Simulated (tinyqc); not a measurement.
Leaving out one process at a time: Debye-Callaway model of lattice thermal conductivity. Computed by tinyqc, a small Python program. Command: `OMP_NUM_THREADS=1 python tinyqc.py 3004384 3004385 out.jsonl callaway walk`. One thread of a shared host (Intel(R) Xeon(R) Processor @ 2.30GHz), about 0.01 s of CPU time with the checks.

Three acoustic branches with one velocity v, cut at omega_D = k_B Theta/hbar; x = hbar omega/(k_B T). v and Theta are separate inputs: Theta cuts off the heat-carrying modes, so C need not reach 3 k_B/V. gamma is an effective value that sets the umklapp rate. Heat flows along the wire.

Inputs (values chosen for the exercise, for a model crystal):
```
quantity                                value        unit
sound velocity v                         6680         m/s
Debye temperature Theta                   596           K
volume per atom V                        26.5  angstrom^3
mean atomic mass M                       31.6           u
effective Grueneisen parameter gamma     2.14           -
umklapp exponent divisor b                  3           -
mass variance Gamma                   2.2e-05           -
wire diameter D                         0.035  micrometre
specularity p                             0.2           -
temperature T                             300           K
```

Sample: wire. Point defects: isotopes. Normal processes: left out.

Constants: k_B = 1.380649e-23 J/K; hbar = 1.054571817e-34 J s; u = 1.6605390666e-27 kg.

Method:
- Gamma is given directly by the isotope mixture. A = V Gamma/(4 pi v^3).
- Rates: point defects A omega^4; umklapp B omega^2 T exp(-Theta/(b T)) with B = hbar gamma^2/(M v^2 Theta). Boundaries: v/Lambda_B with Lambda_B = D (1 + p)/(1 - p).
- kappa_1 = c int tau_C g dx, g = x^4 e^x/(e^x - 1)^2, c = (k_B/(2 pi^2 v)) (k_B T/hbar)^3, over 0 < x < min(Theta/T, 40), by 96 Gauss-Legendre points in s with x = x_max s^2; tau_C = tau_R, the inverse of the summed rates, and kappa = kappa_1.

Rayleigh coefficient A = 1.55643e-46 s^3

Conductivity at T:
```
case                   kappa (W/(m K))  ratio to all
all processes                   47.420             1
without point defects           47.667        1.0052
without boundaries              136.91        2.8872
without umklapp                 105.91        2.2333
```

Removing boundaries raises kappa most, by a factor 2.89; removing point defects gives only 1.01. Without boundaries the long waves are held back only by the omega^2 umklapp rate.
